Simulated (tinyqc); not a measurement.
## Growth of the error with array size

Square N x N arrays wired as follows: each row is driven at its left end through one segment rw, neighbouring nodes are joined by rw, each column ends in one more rw and a virtual ground. All cells have G = 120.0 uS and all rows V = 0.2 V, so the ideal current is N V G. The nodal equations are solved exactly.

Values chosen for this exercise:
```
symbol  value  unit                                     meaning
rw         50   ohm  wire resistance between neighbouring cells
```

Result of one run:

| N | ideal (uA) | first column (uA) | last column (uA) | error of the last column (%) | 100 N^2 rw G |
|---|---|---|---|---|---|
| 20 | 480.0 | 259.8 | 148.0 | -69.17 | 240.0 |

What becomes of these results when the array size N is changed from 20 to 4, all else the same?

Result of the changed run:

| N | ideal (uA) | first column (uA) | last column (uA) | error of the last column (%) | 100 N^2 rw G |
|---|---|---|---|---|---|
| 4 | 96.00 | 89.86 | 86.85 | -9.530 | 9.600 |

The whole series:

| N | ideal (uA) | first column (uA) | last column (uA) | error of the last column (%) | 100 N^2 rw G |
|---|---|---|---|---|---|
| 2 | 48.00 | 46.74 | 46.47 | -3.197 | 2.400 |
| 4 | 96.00 | 89.86 | 86.85 | -9.530 | 9.600 |
| 6 | 144.0 | 128.1 | 118.2 | -17.93 | 21.60 |
| 8 | 192.0 | 160.8 | 139.8 | -27.17 | 38.40 |
| 12 | 288.0 | 210.0 | 159.0 | -44.79 | 86.40 |
| 16 | 384.0 | 241.2 | 158.0 | -58.86 | 153.6 |
| 20 | 480.0 | 259.8 | 148.0 | -69.17 | 240.0 |

The error of the last column goes from -3.20 % at N = 2 to -69.2 % at N = 20, as N^(1.51) between N = 4 and 8 and N^(0.72) between the last two rows. The scale N^2 rw G (N segments carrying the current of up to N cells) is 1.41 times the error at N = 8. The last column carries 0.569 of the current of the first at N = 20.

Numbers from tinyqc (`OMP_NUM_THREADS=1 python tinyqc.py 2880063 2880064 out.jsonl`; about 0.02 s on one thread of a shared Intel Xeon 2.30GHz).
